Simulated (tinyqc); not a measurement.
Inside a calculation. Method: geometry optimisation on the RHF/6-311g surface (energies and gradients from PySCF), for H2, spin multiplicity 1. One step of it, computed by the program tinyqc.

Problem. Step 3: move. Quasi-Newton step p = -H^(-1) g (the inverse Hessian comes from BFGS updates; coordinates in the order x, y, z of each atom); steps longer than 0.5 bohr are cut back.

positions after step 2 (bohr), order 1H, 2H:
$$\begin{pmatrix}
0.000000 & 0.000000 & -0.040900 \\
0.000000 & 0.000000 & 1.346701
\end{pmatrix}$$

gradient (hartree/bohr), order 1H, 2H:
$$\begin{pmatrix}
0.00000000 & 0.00000000 & -0.00202150 \\
0.00000000 & 0.00000000 & 0.00202150
\end{pmatrix}$$

inverse Hessian in use (bohr^2/hartree):
$$\begin{pmatrix}
1.666667 & 0.000000 & 0.000000 & 0.000000 & 0.000000 & 0.000000 \\
0.000000 & 1.666667 & 0.000000 & 0.000000 & 0.000000 & 0.000000 \\
0.000000 & 0.000000 & 1.507925 & 0.000000 & 0.000000 & 0.158742 \\
0.000000 & 0.000000 & 0.000000 & 1.666667 & 0.000000 & 0.000000 \\
0.000000 & 0.000000 & 0.000000 & 0.000000 & 1.666667 & 0.000000 \\
0.000000 & 0.000000 & 0.158742 & 0.000000 & 0.000000 & 1.507925
\end{pmatrix}$$

Give: positions after step 3.

Solution.

positions after step 3 (bohr), order 1H, 2H:
$$\begin{pmatrix}
0.000 & 0.000 & -0.038 \\
0.000 & 0.000 & 1.344
\end{pmatrix}$$
